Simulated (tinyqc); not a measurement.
The window in starting coverage: bottom-up copper filling of a trench by curvature-enhanced accelerator coverage. Computed by tinyqc, a small Python program. Command: `OMP_NUM_THREADS=1 python tinyqc.py 3001720 3001721 out.jsonl superfill walk`. One thread of a shared host (Intel(R) Xeon(R) Processor @ 2.30GHz), about 0.07 s of CPU time with the checks.

A rectangular trench keeps vertical walls and a flat floor. An accelerator floats on the surface; where area is lost in the corners it is passed on to the floor.

Inputs (values chosen for the exercise, close to those used for damascene copper plating): trench width w = 470 nm; aspect ratio h/w = 1.7; exchange current of the suppressed surface i_0 = 0.014 mA/cm^2; exchange current of the accelerated surface i_1 = 1.7 mA/cm^2; transfer coefficient alpha = 0.49; overpotential eta = 0.15 V; adsorption rate k_a = 0 1/s; cupric ion concentration C = 0.63 mol/l; diffusivity D = 5.8e-06 cm^2/s; boundary layer delta = 23 um; temperature T = 298 K.

Constants: e = 1.602176634e-19 C; N_A = 6.02214076e+23 1/mol; k_B = 8.617333262e-05 eV/K.

Method. Kinetic current i_k = [i_0 (1 - theta) + i_1 theta] exp(alpha eta/(k_B T)), limit i_L = 2 F D C/delta, i = 1/(1/i_k + 1/i_L); velocity v = i Omega/(2F), Omega = 7.11 cm^3/mol, F = e N_A. Depletion inside the trench is ignored. Half width x, floor height y, depth h = aspect ratio x w. dx/dt = -v_s, dy/dt = v_b. d theta_b/dt = k_a (1 - theta_b) + [theta_s v_b + theta_b v_s]/x: the floor takes the accelerator of the wall it covers and keeps its own as it narrows. d theta_s/dt = k_a (1 - theta_s). theta_b is capped at 1. Integrate (tolerance 1e-9) until the walls meet (x = 0.02 w/2) or the floor passes the original mouth y = h. Start: x = w/2, y = 0, theta_b = theta_s = theta_0. Height filled = y/h, opening left = x/(w/2).

Outcome:
```
theta_0  v(1)/v(theta_0)  height filled  opening left  time (s)
0.001             98.879         0.5088       0.02000    2279.1
0.003             81.399         0.9985       0.02000    1876.2
0.010             50.303         1.0000       0.10257    1061.8
0.020             32.562         1.0000       0.14829     652.3
0.050             15.853         1.0000       0.18200     305.0
0.100              8.575         1.0000       0.14293     172.9
0.200              4.501         0.9053       0.02000     103.7
0.400              2.340         0.5861       0.02000      53.9
0.800              1.226         0.3496       0.02000      28.2
```

What does the comparison show, and why?

The fill succeeds for theta_0 from 0.01 to 0.1 among these rows, with the widest margin at 0.05. Too little accelerator takes too long to concentrate. Too much speeds the walls as well and removes the contrast.
